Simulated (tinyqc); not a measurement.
Wafer bonding and layer transfer: bond energy, gap closing, particles, bonding of dissimilar wafers and hydrogen blisters: one step, computed by the program tinyqc. Command: `OMP_NUM_THREADS=1 python tinyqc.py 3012417 3012418 out.jsonl bond walk`. One thread of a shared host (Intel(R) Xeon(R) Processor @ 2.30GHz), about 0.01 s of CPU time with the checks.

gamma is the energy per area of each of the two surfaces; plates are isotropic.

Task: Does a shallow gap close? E' = E1/(1 - nu^2), equal wafers of thickness t1 assumed. A gap of radius R closes if h_g < h_c: h_c = R^2/sqrt((2/3) E' t1^3/gamma) for R > 2 t1 (plate bending), h_c = 3.6 sqrt(R gamma/E') for R < 2 t1 (local deformation).

Inputs (values chosen for the exercise, with wafer 1 close to silicon):
```
quantity                    value        unit
Young's modulus E1            138         GPa
Poisson ratio nu             0.18           -
thickness t1                  725  micrometre
radius of a shallow gap R   0.006          mm
half height of the gap h_g    1.9          nm
```

bond energy gamma = 1.746800 J/m^2

Give: closable height h_c; h_g/h_c.

Result:

closable height h_c = 30.86 nm

h_g/h_c = 0.06157

The gap closes.
